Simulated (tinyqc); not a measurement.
Fitting sp3s* parameters to three gaps by Newton steps: one step. The first Newton step. The numbers come from values chosen for the exercise (near a published set for GaAs, fitted to gaps, whose masses and valley positions are rough).

J:
```
             Vss     Vsapc      Vpaxc
Gamma  -0.914062  0.000000   0.000000
X       0.000000  0.496240   0.000000
L      -0.240369  0.316641  -0.126588
```

target less gap (eV): Gamma 0.050298, X 0.063914, L 0.090724

Task: Solve J dp = target less gap; the columns of J are Vss, Vsapc and Vpaxc.

Give: dp.

Result:

dp (eV): Vss -0.055, Vsapc 0.129, Vpaxc -0.290

Run: tinyqc, `OMP_NUM_THREADS=1 python tinyqc.py 1450370 1450371 out.jsonl`; Intel(R) Xeon(R) Processor @ 2.30GHz, one thread, shared host; about 0.1 s of CPU time with all checks.
